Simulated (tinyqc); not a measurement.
Heterojunction of two tight-binding chains, step by step. Values are carried at full precision from step to step, so a last printed digit may differ when a step is redone from the rounded ones.

Left chain: hopping -t1, sites at 2 t1 (band bottom 0). Right chain: hopping -t2, sites at dE + 2 t2 (bottom dE). t = c/(m a^2), c = hbar^2/2m0. The bond across the interface is -tc with tc = f sqrt(t1 t2), and the last left site has the extra energy U. In a chain E = bottom + 2t (1 - cos(ka)); the surface Green function of a half chain is g = -exp(ika)/t, with Im k > 0 where cos(ka) > 1.

Constants: hbar^2/2m0 = 3.80998211 eV angstrom^2.

Parameters, chosen for this exercise (masses and offset of the size met at GaN / AlGaN; not measured data):

| symbol | value | unit | meaning |
|---|---|---|---|
| a | 3 | angstrom | site spacing |
| m1 | 0.192 | m0 | mass on the left |
| m2 | 0.271 | m0 | mass on the right |
| f | 1 |  | factor on the interface hopping |
| dE | 0.51 | eV | band offset |
| E | 0.8 | eV | electron energy |
| U | -0.45 | eV | extra energy on the last left site |

## Hoppings

Form t1, t2 and tc.

t1 = 2.20485 eV
t2 = 1.56211 eV
tc = 1.85586 eV

## Wave numbers and velocities

The left chain has hopping t1 and band bottom 0, the right one t2 and dE. cos(ka) = 1 - (E - bottom)/(2t); dE/dk = 2 t a sin(ka).

ka (rad): left 0.611859, right 0.434272

dE/dk (eV angstrom): left 7.5987, right 3.9435

## Self-energies on the last left site

Hoppings t1 (left), t2 (right), tc (interface); g is the surface Green function of a half chain. The rest of the left chain gives S1 = t1^2 g1 = -t1 exp(i k1 a); the right chain gives S2 = tc^2 g2 = -(tc^2/t2) exp(i k2 a).

S1 = -1.80485-1.26644i eV
S2 = -2.00019-0.92769i eV

## Transmission

The last site of the left chain has energy 2 t1 + U, and S1, S2 are the self-energies of the two half chains on it. G = 1/(E - 2 t1 - U - S1 - S2); T = 4 Im(S1) Im(S2) |G|^2.

G = 0.1234-0.4195i 1/eV
T = 0.8984

A fraction 0.1016 is reflected although the electron lies above the step.

## Checks

- T from the Green function against 1 - |r|^2 from matching plane waves: both 0.898442.

Run: tinyqc, `OMP_NUM_THREADS=1 python tinyqc.py 1480154 1480155 out.jsonl`; Intel(R) Xeon(R) Processor @ 2.30GHz, one thread, shared host; about 0.01 s of CPU time with all checks.
